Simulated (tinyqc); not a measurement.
# Changing the time step dt

Model: finite-difference solution of the diffusion equation on a small grid. Computed by tinyqc, a small Python program. Command: `OMP_NUM_THREADS=1 python tinyqc.py 3005945 3005946 out.jsonl fdiff sweep`. One thread of a shared host (Intel(R) Xeon(R) Processor @ 2.30GHz), about 0.02 s of CPU time with the checks.

dC/dt = D d2C/dx2 on nodes x_j = j dx, j = 0..7; the far end is sealed.

Inputs (values chosen for the exercise): diffusivity D = 29 nm^2/s; grid spacing dx = 25 nm; final time t_f = 510 s.

Boundary at x = 0: sealed surface. Scheme: Crank-Nicolson.

start values C_j, j = 0, 1, ... (% of a reference): 19.1  70.3  100  77.8  24.3  6.5  0  0

Method:
- The operator M acts as (M C)_j = C_(j-1) - 2 C_j + C_(j+1); at the sealed far end a mirror node gives 2 C_(N-2) - 2 C_(N-1); at j = 0, a mirror node gives 2 C_1 - 2 C_0.
- r = D dt/dx^2.
- With r = D dt/dx^2: (1 - theta r M) C(new) = (1 + (1 - theta) r M) C(old); theta = 0 explicit, 1 implicit, 1/2 Crank-Nicolson.
- The run takes n = round(t_f/dt) steps of length t_f/n.
- The dose is the trapezoidal sum of C dx; the error is the largest difference from exp(M D t/dx^2) C(0), the exact time evolution on the same grid.

One run for each value:

| time step dt (s) | largest error at t_f (%) | mesh ratio r | final C_4 (%) | final dose (% nm) |
|---|---|---|---|---|
| 1.99 | 4.9323e-05 | 0.092 | 41.123 | 7211.25 |
| 3.98 | 1.9728e-04 | 0.185 | 41.123 | 7211.25 |
| 7.97 | 7.8898e-04 | 0.370 | 41.123 | 7211.25 |
| 15.94 | 3.1536e-03 | 0.740 | 41.124 | 7211.25 |
| 31.88 | 1.2635e-02 | 1.479 | 41.126 | 7211.25 |
| 63.75 | 6.0454e-01 | 2.958 | 40.955 | 7211.25 |
| 127.50 | 1.2443e+01 | 5.916 | 36.021 | 7211.25 |
| 255.00 | 3.9156e+01 | 11.832 | 31.236 | 7211.25 |

What does the table show, and why?

Over the rows, largest error at t_f (%) rises from 4.93e-5 to 39.2 (exponent d ln y / d ln x 2.0 between the first rows and 1.7 between the last). At the low end the exponent of largest error at t_f is 2.00, close to 2: second order in the step.

Extremes, crossings and ranges named in words are read from the listed rows.
